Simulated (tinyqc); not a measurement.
RHF in the sto-3g basis, for BeH2, spin multiplicity 1, step by step (part 1 of 2). Computed by tinyqc, a small Python program that keeps every step (integrals from PySCF). Settings: charge = 0, multiplicity = 1, basis = sto-3g, energy threshold = 1e-08, iteration cap = 60, orthogonalisation = canonical, start = core, DIIS depth = 4, method = RHF. Command: `OMP_NUM_THREADS=1 python tinyqc.py 20988 20989 out.jsonl` (the two numbers bound the seeds that draw the settings). One thread of a shared host (Intel(R) Xeon(R) Processor @ 2.60GHz), about 0.07 s of CPU time with the checks. Later iterations appear only in the table of the cycle.

## One-electron integrals

Geometry (angstrom):
```
atom,x,y,z
Be,0.000000,0.000000,0.000000
H,0.000000,1.734000,0.058000
H,0.000000,-1.820000,0.061000
```

Basis sto-3g: exponents (1/bohr^2) and contraction coefficients of normalised primitives:
```
element,l (shell),exponent,coefficient
Be,s (1),30.167871,0.154329
Be,s (1),5.495115,0.535328
Be,s (1),1.487193,0.444635
Be,s (2),1.314833,-0.099967
Be,s (2),0.305539,0.399513
Be,s (2),0.099371,0.700115
Be,p (3),1.314833,0.155916
Be,p (3),0.305539,0.607684
Be,p (3),0.099371,0.391957
H,s (1),3.425251,0.154329
H,s (1),0.623914,0.535328
H,s (1),0.168855,0.444635
```

Overlap, kinetic and nuclear-attraction integrals over the contracted functions; the nuclear repulsion is the sum of Za Zb / Rab.

nuclear repulsion = 2.53129670 hartree

overlap S:
```
,1Be 1s,1Be 2s,1Be 2px,1Be 2py,1Be 2pz,2H 1s,3H 1s
1Be 1s,1.000000,0.259517,0.000000,0.000000,0.000000,0.029187,0.024102
1Be 2s,0.259517,1.000000,0.000000,0.000000,0.000000,0.312741,0.284863
1Be 2px,0.000000,0.000000,1.000000,0.000000,0.000000,0.000000,0.000000
1Be 2py,0.000000,0.000000,0.000000,1.000000,0.000000,0.398051,-0.369242
1Be 2pz,0.000000,0.000000,0.000000,0.000000,1.000000,0.013314,0.012376
2H 1s,0.029187,0.312741,0.000000,0.398051,0.013314,1.000000,0.005293
3H 1s,0.024102,0.284863,0.000000,-0.369242,0.012376,0.005293,1.000000
```

kinetic energy T (hartree):
```
,1Be 1s,1Be 2s,1Be 2px,1Be 2py,1Be 2pz,2H 1s,3H 1s
1Be 1s,6.693975,-0.033012,0.000000,0.000000,0.000000,-0.008481,-0.007251
1Be 2s,-0.033012,0.211111,0.000000,0.000000,0.000000,0.022664,0.016209
1Be 2px,0.000000,0.000000,0.660592,0.000000,0.000000,0.000000,0.000000
1Be 2py,0.000000,0.000000,0.000000,0.660592,0.000000,0.085820,-0.069493
1Be 2pz,0.000000,0.000000,0.000000,0.000000,0.660592,0.002871,0.002329
2H 1s,-0.008481,0.022664,0.000000,0.085820,0.002871,0.760032,-0.002811
3H 1s,-0.007251,0.016209,0.000000,-0.069493,0.002329,-0.002811,0.760032
```

nuclear attraction V (hartree):
```
,1Be 1s,1Be 2s,1Be 2px,1Be 2py,1Be 2pz,2H 1s,3H 1s
1Be 1s,-15.156692,-2.053814,0.000000,-0.000990,-0.000685,-0.229726,-0.189397
1Be 2s,-2.053814,-2.898092,0.000000,-0.007729,-0.006796,-0.799555,-0.709922
1Be 2px,0.000000,0.000000,-2.831533,0.000000,0.000000,0.000000,0.000000
1Be 2py,-0.000990,-0.007729,0.000000,-2.974569,-0.000240,-0.989315,0.893180
1Be 2pz,-0.000685,-0.006796,0.000000,-0.000240,-2.831693,-0.033513,-0.030316
2H 1s,-0.229726,-0.799555,0.000000,-0.989315,-0.033513,-2.593820,-0.016703
3H 1s,-0.189397,-0.709922,0.000000,0.893180,-0.030316,-0.016703,-2.536802
```

core Hamiltonian H = T + V (hartree):
```
,1Be 1s,1Be 2s,1Be 2px,1Be 2py,1Be 2pz,2H 1s,3H 1s
1Be 1s,-8.462717,-2.086826,0.000000,-0.000990,-0.000685,-0.238207,-0.196648
1Be 2s,-2.086826,-2.686981,0.000000,-0.007729,-0.006796,-0.776891,-0.693713
1Be 2px,0.000000,0.000000,-2.170941,0.000000,0.000000,0.000000,0.000000
1Be 2py,-0.000990,-0.007729,0.000000,-2.313977,-0.000240,-0.903495,0.823688
1Be 2pz,-0.000685,-0.006796,0.000000,-0.000240,-2.171102,-0.030642,-0.027987
2H 1s,-0.238207,-0.776891,0.000000,-0.903495,-0.030642,-1.833788,-0.019515
3H 1s,-0.196648,-0.693713,0.000000,0.823688,-0.027987,-0.019515,-1.776770
```

## Two-electron integrals

Functions are numbered as in S; the eight-fold symmetry (ij|kl) = (ji|kl) = (kl|ij) leaves the list below.

Two-electron integrals (ij|kl) in chemists' order, unique and non-zero (hartree):
```
i,j,k,l,(ij|kl)
1,1,1,1,2.298831
2,1,1,1,0.392036
2,1,2,1,0.079539
2,2,1,1,0.570988
2,2,2,1,0.143041
2,2,2,2,0.417683
3,1,3,1,0.014607
3,2,3,1,0.021888
3,2,3,2,0.092265
3,3,1,1,0.569578
3,3,2,1,0.143083
3,3,2,2,0.417589
3,3,3,3,0.449859
4,1,4,1,0.014607
4,2,4,1,0.021888
4,2,4,2,0.092265
4,3,4,3,0.024249
4,4,1,1,0.569578
4,4,2,1,0.143083
4,4,2,2,0.417589
4,4,3,3,0.401360
4,4,4,4,0.449859
5,1,5,1,0.014607
5,2,5,1,0.021888
5,2,5,2,0.092265
5,3,5,3,0.024249
5,4,5,4,0.024249
5,5,1,1,0.569578
5,5,2,1,0.143083
5,5,2,2,0.417589
5,5,3,3,0.401360
5,5,4,4,0.401360
5,5,5,5,0.449859
6,1,1,1,0.043501
6,1,2,1,0.008821
6,1,2,2,0.016008
6,1,3,3,0.015904
6,1,4,1,0.000783
6,1,4,2,0.001481
6,1,4,4,0.016223
6,1,5,1,0.000026
6,1,5,2,0.000050
6,1,5,4,0.000011
6,1,5,5,0.015904
6,1,6,1,0.001026
6,2,1,1,0.131979
6,2,2,1,0.033688
6,2,2,2,0.110882
6,2,3,3,0.106385
6,2,4,1,0.004334
6,2,4,2,0.029129
6,2,4,4,0.119754
6,2,5,1,0.000145
6,2,5,2,0.000974
6,2,5,4,0.000447
6,2,5,5,0.106400
6,2,6,1,0.004134
6,2,6,2,0.048650
6,3,3,1,0.002713
6,3,3,2,0.013549
6,3,4,3,0.004730
6,3,5,3,0.000158
6,3,6,3,0.003809
6,4,1,1,0.152273
6,4,2,1,0.039265
6,4,2,2,0.134979
6,4,3,3,0.127119
6,4,4,1,0.006876
6,4,4,2,0.044747
6,4,4,4,0.150540
6,4,5,1,0.000139
6,4,5,2,0.001044
6,4,5,4,0.000625
6,4,5,5,0.127134
6,4,6,1,0.004977
6,4,6,2,0.066506
6,4,6,4,0.092801
6,5,1,1,0.005093
6,5,2,1,0.001313
6,5,2,2,0.004515
6,5,3,3,0.004252
6,5,4,1,0.000139
6,5,4,2,0.001044
6,5,4,4,0.004719
6,5,5,1,0.002718
6,5,5,2,0.013584
6,5,5,4,0.004746
6,5,5,5,0.004569
6,5,6,1,0.000166
6,5,6,2,0.002225
6,5,6,4,0.002977
6,5,6,5,0.003908
6,6,1,1,0.304478
6,6,2,1,0.078937
6,6,2,2,0.292299
6,6,3,3,0.272354
6,6,4,1,0.010499
6,6,4,2,0.094976
6,6,4,4,0.331767
6,6,5,1,0.000351
6,6,5,2,0.003177
6,6,5,4,0.001987
6,6,5,5,0.272421
6,6,6,1,0.009796
6,6,6,2,0.171338
6,6,6,4,0.246058
6,6,6,5,0.008230
6,6,6,6,0.774606
7,1,1,1,0.035895
7,1,2,1,0.007280
7,1,2,2,0.013217
7,1,3,3,0.013132
7,1,4,1,-0.000656
7,1,4,2,-0.001238
7,1,4,4,0.013392
7,1,5,1,0.000022
7,1,5,2,0.000041
7,1,5,4,-0.000009
7,1,5,5,0.013133
7,1,6,1,0.000772
7,1,6,2,0.002879
7,1,6,4,0.003268
7,1,6,5,0.000118
7,1,6,6,0.006737
7,1,7,1,0.000699
7,2,1,1,0.116418
7,2,2,1,0.029748
7,2,2,2,0.098811
7,2,3,3,0.094753
7,2,4,1,-0.003805
7,2,4,2,-0.026166
7,2,4,4,0.106815
7,2,5,1,0.000128
7,2,5,2,0.000877
7,2,5,4,-0.000404
7,2,5,5,0.094767
7,2,6,1,0.003084
7,2,6,2,0.020043
7,2,6,4,0.022964
7,2,6,5,0.000914
7,2,6,6,0.051569
7,2,7,1,0.003016
7,2,7,2,0.039957
7,3,3,1,0.002300
7,3,3,2,0.011698
7,3,4,3,-0.004174
7,3,5,3,0.000140
7,3,6,3,0.001080
7,3,7,3,0.002981
7,4,1,1,-0.137058
7,4,2,1,-0.035358
7,4,2,2,-0.122441
7,4,3,3,-0.115386
7,4,4,1,0.005994
7,4,4,2,0.040063
7,4,4,4,-0.136403
7,4,5,1,-0.000124
7,4,5,2,-0.000951
7,4,5,4,0.000565
7,4,5,5,-0.115400
7,4,6,1,-0.003581
7,4,6,2,-0.023526
7,4,6,4,-0.026659
7,4,6,5,-0.001058
7,4,6,6,-0.060936
7,4,7,1,-0.003692
7,4,7,2,-0.055363
7,4,7,4,0.078089
7,5,1,1,0.004594
7,5,2,1,0.001185
7,5,2,2,0.004104
7,5,3,3,0.003867
7,5,4,1,-0.000124
7,5,4,2,-0.000951
7,5,4,4,0.004292
7,5,5,1,0.002305
7,5,5,2,0.011729
7,5,5,4,-0.004188
7,5,5,5,0.004148
7,5,6,1,0.000129
7,5,6,2,0.000928
7,5,6,4,0.001051
7,5,6,5,0.001122
7,5,6,6,0.002419
7,5,7,1,0.000124
7,5,7,2,0.001856
7,5,7,4,-0.002517
7,5,7,5,0.003066
7,6,1,1,0.003258
7,6,2,1,0.000806
7,6,2,2,0.002288
7,6,3,3,0.002266
7,6,4,1,-4.07e-06
7,6,4,2,-0.000024
7,6,4,4,0.002331
7,6,5,1,0.000008
7,6,5,2,0.000041
7,6,5,4,-5.63e-07
7,6,5,5,0.002267
7,6,6,1,0.000090
7,6,6,2,0.000610
7,6,6,4,0.000746
7,6,6,5,0.000031
7,6,6,6,0.001622
7,6,7,1,0.000075
7,6,7,2,0.000560
7,6,7,4,-0.000702
7,6,7,5,0.000029
7,6,7,6,0.000013
7,7,1,1,0.290255
7,7,2,1,0.075271
7,7,2,2,0.280924
7,7,3,3,0.262329
7,7,4,1,-0.009587
7,7,4,2,-0.089389
7,7,4,4,0.317664
7,7,5,1,0.000321
7,7,5,2,0.002996
7,7,5,4,-0.001855
7,7,5,5,0.262391
7,7,6,1,0.007814
7,7,6,2,0.056013
7,7,6,4,0.064733
7,7,6,5,0.002583
7,7,6,6,0.148896
7,7,7,1,0.007686
7,7,7,2,0.153991
7,7,7,4,-0.223464
7,7,7,5,0.007490
7,7,7,6,0.001622
7,7,7,7,0.774606
```

## Orthogonalisation

S = U s U^T; canonical form X = U s^(-1/2), so that X^T S X = 1. Each column of U has its largest component positive (the first on a tie).

eigenvalues of S: 0.450178  0.526430  0.965392  1.000000  1.002605  1.504769  1.550626

X:
```
,1,2,3,4,5,6,7
1Be 1s,-0.100299,-0.465138,0.836780,0.000000,-0.224968,0.284477,0.146079
1Be 2s,0.259915,0.962217,-0.037558,0.000000,-0.022262,0.494818,0.268626
1Be 2px,0.000000,0.000000,0.000000,1.000000,0.000000,0.000000,0.000000
1Be 2py,1.020038,-0.234978,-0.005566,0.000000,0.001046,-0.279432,0.498288
1Be 2pz,0.008796,0.030498,0.268232,0.000000,0.962886,0.015084,0.008422
2H 1s,-0.886621,-0.401911,-0.348016,0.000000,0.094102,0.108297,0.518971
3H 1s,0.563095,-0.734639,-0.375691,0.000000,0.101437,0.498742,-0.183601
```

## Starting guess

The start is the orbitals of the core Hamiltonian; D = 2 C_occ C_occ^T.

D at the start:
```
,1Be 1s,1Be 2s,1Be 2px,1Be 2py,1Be 2pz,2H 1s,3H 1s
1Be 1s,2.145804,-0.559492,0.000000,0.002657,-0.021702,0.004952,0.010436
1Be 2s,-0.559492,2.130573,0.000000,-0.014077,0.089445,0.020316,-0.006167
1Be 2px,0.000000,0.000000,0.000000,0.000000,0.000000,0.000000,0.000000
1Be 2py,0.002657,-0.014077,0.000000,2.148795,-0.002127,-0.091720,0.116422
1Be 2pz,-0.021702,0.089445,0.000000,-0.002127,0.003758,0.000928,-0.000334
2H 1s,0.004952,0.020316,0.000000,-0.091720,0.000928,0.004150,-0.004974
3H 1s,0.010436,-0.006167,0.000000,0.116422,-0.000334,-0.004974,0.006361
```

## Iteration 1: building the Fock matrix

J_ij = sum D_kl (ij|kl), K_ij = sum D_kl (ik|jl); F = H + J - 0.5 K; E = tr D H + tr D J / 2 - 0.25 tr D K + E_nn.

Coulomb J (hartree):
```
,1Be 1s,1Be 2s,1Be 2px,1Be 2py,1Be 2pz,2H 1s,3H 1s
1Be 1s,6.885082,1.351589,0.000000,-0.000204,0.003239,0.150969,0.124622
1Be 2s,1.351589,2.807389,0.000000,-0.000038,0.015222,0.724060,0.642296
1Be 2px,0.000000,0.000000,2.771931,0.000000,0.000000,0.000000,0.000000
1Be 2py,-0.000204,-0.000038,0.000000,2.867956,-0.000055,0.874040,-0.789182
1Be 2pz,0.003239,0.015222,0.000000,-0.000055,2.772109,0.030847,0.027852
2H 1s,0.150969,0.724060,0.000000,0.874040,0.030847,1.851029,0.015727
3H 1s,0.124622,0.642296,0.000000,-0.789182,0.027852,0.015727,1.765943
```

exchange K (hartree):
```
,1Be 1s,1Be 2s,1Be 2px,1Be 2py,1Be 2pz,2H 1s,3H 1s
1Be 1s,4.696216,0.830762,0.000000,-0.000259,0.002155,0.103128,0.085733
1Be 2s,0.830762,1.092186,0.000000,-0.000741,0.041919,0.317383,0.275974
1Be 2px,0.000000,0.000000,0.254292,0.000000,0.000000,0.000000,0.000000
1Be 2py,-0.000259,-0.000741,0.000000,1.113463,-0.000618,0.344862,-0.301789
1Be 2pz,0.002155,0.041919,0.000000,-0.000618,0.255892,0.013463,0.012045
2H 1s,0.103128,0.317383,0.000000,0.344862,0.013463,0.264487,-0.003011
3H 1s,0.085733,0.275974,0.000000,-0.301789,0.012045,-0.003011,0.204228
```

Fock matrix F (hartree):
```
,1Be 1s,1Be 2s,1Be 2px,1Be 2py,1Be 2pz,2H 1s,3H 1s
1Be 1s,-3.925744,-1.150618,0.000000,-0.001065,0.001476,-0.138802,-0.114892
1Be 2s,-1.150618,-0.425685,0.000000,-0.007396,-0.012533,-0.211522,-0.189404
1Be 2px,0.000000,0.000000,0.473844,0.000000,0.000000,0.000000,0.000000
1Be 2py,-0.001065,-0.007396,0.000000,-0.002753,0.000014,-0.201886,0.185400
1Be 2pz,0.001476,-0.012533,0.000000,0.000014,0.473061,-0.006527,-0.006158
2H 1s,-0.138802,-0.211522,0.000000,-0.201886,-0.006527,-0.115002,-0.002282
3H 1s,-0.114892,-0.189404,0.000000,0.185400,-0.006158,-0.002282,-0.112941
```

total energy of this density = -14.56953720 hartree

## Iteration 1: diagonalisation and new density

Diagonalise F' = X^T F X, C = X C', fill 3 alpha and 3 beta electrons from the bottom; D = 2 C_occ C_occ^T. Each column has its largest component positive (the first on a tie).

F' = X^T F X (hartree):
```
,1,2,3,4,5,6,7
1,0.469741,-0.068185,0.140730,0.000000,-0.037327,0.032906,0.089643
2,-0.068185,0.035493,0.757175,0.000000,-0.205829,0.386418,0.183044
3,0.140730,0.757175,-2.527936,0.000000,0.843482,-1.324124,-0.701714
4,0.000000,0.000000,0.000000,0.473844,0.000000,0.000000,0.000000
5,-0.037327,-0.205829,0.843482,0.000000,0.236328,0.374437,0.198834
6,0.032906,0.386418,-1.324124,0.000000,0.374437,-0.970496,-0.408309
7,0.089643,0.183044,-0.701714,0.000000,0.198834,-0.408309,-0.435526
```

orbital energies (hartree): MO1 -3.930727, MO2 -0.240547, MO3 -0.218873, MO4 0.237429, MO5 0.473472, MO6 0.473844, MO7 0.486851

coefficients C:
```
,MO1,MO2,MO3,MO4,MO5,MO6,MO7
1Be 1s,0.989412,-0.194837,-0.061994,-0.240931,0.004417,0.000000,-0.026123
1Be 2s,0.039217,0.567716,0.187601,0.968345,-0.012771,0.000000,0.124256
1Be 2px,0.000000,0.000000,0.000000,0.000000,0.000000,1.000000,0.000000
1Be 2py,0.000531,0.155460,-0.442322,-0.110260,-0.104609,0.000000,1.085901
1Be 2pz,-0.000135,0.014064,0.004922,0.001625,0.995351,0.000000,0.097242
2H 1s,-0.004385,0.545679,-0.302730,-0.585786,0.054989,0.000000,-0.789340
3H 1s,-0.004135,0.258231,0.594495,-0.707517,-0.078996,0.000000,0.603085
```

D after iteration 1:
```
,1Be 1s,1Be 2s,1Be 2px,1Be 2py,1Be 2pz,2H 1s,3H 1s
1Be 1s,2.041482,-0.166881,0.000000,-0.004685,-0.006357,-0.183779,-0.182518
1Be 2s,-0.166881,0.718068,0.000000,0.010595,0.017805,0.505653,0.515935
1Be 2px,0.000000,0.000000,0.000000,0.000000,0.000000,0.000000,0.000000
1Be 2py,-0.004685,0.010595,0.000000,0.439633,0.000018,0.437466,-0.445632
1Be 2pz,-0.006357,0.017805,0.000000,0.000018,0.000444,0.012370,0.013117
2H 1s,-0.183779,0.505653,0.000000,0.437466,0.012370,0.778861,-0.078085
3H 1s,-0.182518,0.515935,0.000000,-0.445632,0.013117,-0.078085,0.840249
```

## Iteration 2: building the Fock matrix

As before.

Coulomb J (hartree):
```
,1Be 1s,1Be 2s,1Be 2px,1Be 2py,1Be 2pz,2H 1s,3H 1s
1Be 1s,6.183501,1.188867,0.000000,0.001532,0.001756,0.132961,0.109549
1Be 2s,1.188867,2.495797,0.000000,0.006429,0.012254,0.718080,0.643441
1Be 2px,0.000000,0.000000,2.432696,0.000000,0.000000,0.000000,0.000000
1Be 2py,0.001532,0.006429,0.000000,2.611778,0.000076,0.900747,-0.821565
1Be 2pz,0.001756,0.012254,0.000000,0.000076,2.432892,0.031087,0.028392
2H 1s,0.132961,0.718080,0.000000,0.900747,0.031087,2.171586,0.014088
3H 1s,0.109549,0.643441,0.000000,-0.821565,0.028392,0.014088,2.139728
```

exchange K (hartree):
```
,1Be 1s,1Be 2s,1Be 2px,1Be 2py,1Be 2pz,2H 1s,3H 1s
1Be 1s,4.615593,0.813047,0.000000,0.000005,-0.000466,0.091772,0.075640
1Be 2s,0.813047,0.763207,0.000000,0.021910,0.020152,0.468940,0.436548
1Be 2px,0.000000,0.000000,0.136542,0.000000,0.000000,0.000000,0.000000
1Be 2py,0.000005,0.021910,0.000000,0.763798,0.000516,0.549082,-0.518303
1Be 2pz,-0.000466,0.020152,0.000000,0.000516,0.137179,0.017553,0.016682
2H 1s,0.091772,0.468940,0.000000,0.549082,0.017553,1.066051,-0.007645
3H 1s,0.075640,0.436548,0.000000,-0.518303,0.016682,-0.007645,1.068369
```

Fock matrix F (hartree):
```
,1Be 1s,1Be 2s,1Be 2px,1Be 2py,1Be 2pz,2H 1s,3H 1s
1Be 1s,-4.587013,-1.304483,0.000000,0.000539,0.001304,-0.151132,-0.124919
1Be 2s,-1.304483,-0.572787,0.000000,-0.012255,-0.004618,-0.293281,-0.268546
1Be 2px,0.000000,0.000000,0.193484,0.000000,0.000000,0.000000,0.000000
1Be 2py,0.000539,-0.012255,0.000000,-0.084098,-0.000421,-0.277289,0.261274
1Be 2pz,0.001304,-0.004618,0.000000,-0.000421,0.193201,-0.008332,-0.007937
2H 1s,-0.151132,-0.293281,0.000000,-0.277289,-0.008332,-0.195228,-0.001604
3H 1s,-0.124919,-0.268546,0.000000,0.261274,-0.007937,-0.001604,-0.171227
```

total energy of this density = -15.43678166 hartree

## Iteration 2: DIIS over 2 matrices

error matrix X^T (FDS - SDF) X:
```
,1,2,3,4,5,6,7
1,0.000000,0.000397,0.013178,0.000000,-0.003923,0.023914,-0.037537
2,-0.000397,0.000000,0.071029,0.000000,-0.020828,-0.036013,0.002422
3,-0.013178,-0.071029,0.000000,0.000000,0.005125,-0.008931,-0.000395
4,0.000000,0.000000,0.000000,0.000000,0.000000,0.000000,0.000000
5,0.003923,0.020828,-0.005125,0.000000,0.000000,0.006679,0.002406
6,-0.023914,0.036013,0.008931,0.000000,-0.006679,0.000000,-0.000712
7,0.037537,-0.002422,0.000395,0.000000,-0.002406,0.000712,0.000000
```

B (overlaps of the stored error matrices):
```
,1,2
1,1.3210162e+00,-1.2796658e-01
2,-1.2796658e-01,1.8217871e-02
```

Minimise |sum c_i e_i|^2 with sum c_i = 1: solve [B -1; -1 0][c; lambda] = [0; -1] with B_ij = tr e_i^T e_j, and take F = sum c_i F_i.

DIIS coefficients: 0.091642  0.908358

extrapolated F (hartree):
```
,1Be 1s,1Be 2s,1Be 2px,1Be 2py,1Be 2pz,2H 1s,3H 1s
1Be 1s,-4.526412,-1.290382,0.000000,0.000392,0.001320,-0.150002,-0.124000
1Be 2s,-1.290382,-0.559307,0.000000,-0.011810,-0.005344,-0.285789,-0.261293
1Be 2px,0.000000,0.000000,0.219177,0.000000,0.000000,0.000000,0.000000
1Be 2py,0.000392,-0.011810,0.000000,-0.076644,-0.000382,-0.270379,0.254321
1Be 2pz,0.001320,-0.005344,0.000000,-0.000382,0.218848,-0.008167,-0.007774
2H 1s,-0.150002,-0.285789,0.000000,-0.270379,-0.008167,-0.187876,-0.001666
3H 1s,-0.124000,-0.261293,0.000000,0.254321,-0.007774,-0.001666,-0.165886
```

## Iteration 2: diagonalisation and new density

As before.

F' = X^T F X (hartree):
```
,1,2,3,4,5,6,7
1,0.523050,-0.094401,0.165529,0.000000,-0.044233,0.043761,0.089450
2,-0.094401,0.025011,0.910536,0.000000,-0.246526,0.420272,0.202672
3,0.165529,0.910536,-2.965654,0.000000,0.893259,-1.483776,-0.782368
4,0.000000,0.000000,0.000000,0.219177,0.000000,0.000000,0.000000
5,-0.044233,-0.246526,0.893259,0.000000,-0.031738,0.420854,0.222210
6,0.043761,0.420272,-1.483776,0.000000,0.420854,-1.171669,-0.460679
7,0.089450,0.202672,-0.782368,0.000000,0.222210,-0.460679,-0.572659
```

orbital energies (hartree): MO1 -4.529850, MO2 -0.374499, MO3 -0.324177, MO4 0.217558, MO5 0.219177, MO6 0.272683, MO7 0.544627

coefficients C:
```
,MO1,MO2,MO3,MO4,MO5,MO6,MO7
1Be 1s,0.991826,-0.203836,-0.045107,0.042708,0.000000,-0.223969,-0.014221
1Be 2s,0.030807,0.625046,0.146314,-0.171471,0.000000,0.929501,0.076898
1Be 2px,0.000000,0.000000,0.000000,0.000000,1.000000,0.000000,0.000000
1Be 2py,0.000150,0.109267,-0.484056,0.005442,0.000000,-0.048467,1.083268
1Be 2pz,-0.000158,0.010277,0.002429,0.983013,0.000000,0.184272,0.004556
2H 1s,-0.003991,0.483721,-0.350632,0.100813,0.000000,-0.632252,-0.769291
3H 1s,-0.003826,0.289552,0.534896,0.107342,0.000000,-0.691166,0.656853
```

D after iteration 2:
```
,1Be 1s,1Be 2s,1Be 2px,1Be 2py,1Be 2pz,2H 1s,3H 1s
1Be 1s,2.054605,-0.206902,0.000000,-0.000580,-0.004723,-0.173485,-0.173885
1Be 2s,-0.206902,0.826080,0.000000,-0.005046,0.013549,0.501846,0.518257
1Be 2px,0.000000,0.000000,0.000000,0.000000,0.000000,0.000000,0.000000
1Be 2py,-0.000580,-0.005046,0.000000,0.492499,-0.000105,0.445159,-0.454564
1Be 2pz,-0.004723,0.013549,0.000000,-0.000105,0.000223,0.008241,0.008551
2H 1s,-0.173485,0.501846,0.000000,0.445159,0.008241,0.713890,-0.094948
3H 1s,-0.173885,0.518257,0.000000,-0.454564,0.008551,-0.094948,0.739937
```
